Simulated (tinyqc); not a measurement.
# Worked calculation: two-diode model of a solar cell

Computed by the program tinyqc: `OMP_NUM_THREADS=1 python tinyqc.py 2280013 2280014 out.jsonl`, one thread of a shared Intel Xeon 2.30GHz, about 0.01 s for the whole run. Printed values are rounded.

J is the current delivered and Vj = V + J Rs the junction voltage. J = X JL - J01 (exp(Vj/(n1 Vt)) - 1) - J02 (exp(Vj/(2 Vt)) - 1) - Vj/Rp. The photocurrent does not depend on voltage.

Values chosen for this exercise; values of the order met in cells of cadmium telluride: temperature T = 323 K; photocurrent at one sun JL = 25.6 mA/cm^2; concentration X = 10 suns; saturation current of the first diode J01 = 3.9e-15 A/cm^2; ideality factor of the first diode n1 = 1; series resistance Rs = 0 ohm cm^2; shunt resistance Rp = 200 ohm cm^2; incident power at one sun Pin = 100 mW/cm^2; saturation current of the second diode (ideality 2) J02 = 7.5e-9 A/cm^2.

Constants: q = 1.602176634e-19 C, kB = 1.380649e-23 J/K, Vt = kB T/q. Results are converted to the units shown.

## Starting value

Vj = n1 Vt ln(X JL/J01), the open-circuit voltage of the J01 term alone.

Vj at the start = 0.885544 V

## Iteration 1: new Vj

Open circuit: J(Vj) = 0. G = -dJ/dVj = J01 exp(Vj/(n1 Vt))/(n1 Vt) + J02 exp(Vj/(2 Vt))/(2 Vt) + 1/Rp. Vj(new) = Vj + J/G.

J = -65.1921 mA/cm^2
G = 10.2939 S/cm^2
Vj after iteration 1 = 0.879211 V

## Iteration 2: new Vj

As before.

J = -6.53000 mA/cm^2
G = 8.30488 S/cm^2
Vj after iteration 2 = 0.878425 V

## Iteration 3: new Vj

As before.

J = -0.0859821 mA/cm^2
G = 8.08717 S/cm^2
Vj after iteration 3 = 0.878414 V

## Course of the iteration

Stop when the step is below 1e-10 V, or after 80 iterations.

Course of the iteration:
```
iteration  Vj before the step (V)  step (V)
1                        0.885544  -6.33e-3
2                        0.879211  -7.86e-4
3                        0.878425  -1.06e-5
4                        0.878414  -1.91e-9
5                        0.878414   < 1e-15
```

Converged in 5 iterations.

## Figures of merit

Jsc at V = 0, Voc at J = 0, the maximum power point where J (1 + 2 Rs G) = G Vj with G = -dJ/dVj; FF = Vmp Jmp/(Voc Jsc); efficiency Vmp Jmp/(X Pin). Empirical fill factor without parasitics FF0 = (v - ln(v + 0.72))/(v + 1), v = Voc/(n1 Vt).

Jsc = 256 mA/cm^2
Voc = 0.878414 V
Vmp = 0.772903 V
Jmp = 239.629 mA/cm^2
FF = 0.823615
efficiency = 18.5210 %
FF0 = 0.862575

FF is 4.5 % below FF0. Removing one loss at a time changes the efficiency by: second diode +0.74, shunt +0.30 points.
